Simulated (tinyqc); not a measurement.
Sublattice potential against complex hopping: Haldane model. Computed by the program tinyqc. 

Honeycomb lattice:
```
parameter,value
t1 (eV),2.030000
t2 (eV),0.340000
phi (rad),-0.690000
```

H_AA = delta - 2 t2 sum cos(k.b + phi), H_BB = -delta - 2 t2 sum cos(k.b - phi), H_AB = -t1 (1 + exp(-i k.a1) + exp(-i k.a2)), b = a1, a2 - a1, -a2, m = 3 sqrt3 t2 sin(phi); the sign of the Chern number follows the orientation k1 then k2.

Gaps at the two valleys (eV) and Chern number of the lower band (12 x 12 mesh):
```
delta,gap 2|delta - m|,gap 2|delta + m|,Chern number
-2.0240,1.7989,6.2971,0
-1.4620,0.6749,5.1731,0
-0.6750,0.8991,3.5991,1
0.0000,2.2491,2.2491,1
0.4500,3.1491,1.3491,1
0.8430,3.9351,0.5631,1
1.4060,5.0611,0.5629,0
2.2490,6.7471,2.2489,0
```

Here |m| = 1.1246 eV. For |delta| < |m| the two valleys have masses of opposite sign and the Chern number is +/-1; one gap closes at |delta| = |m|, and beyond it the band is trivial.
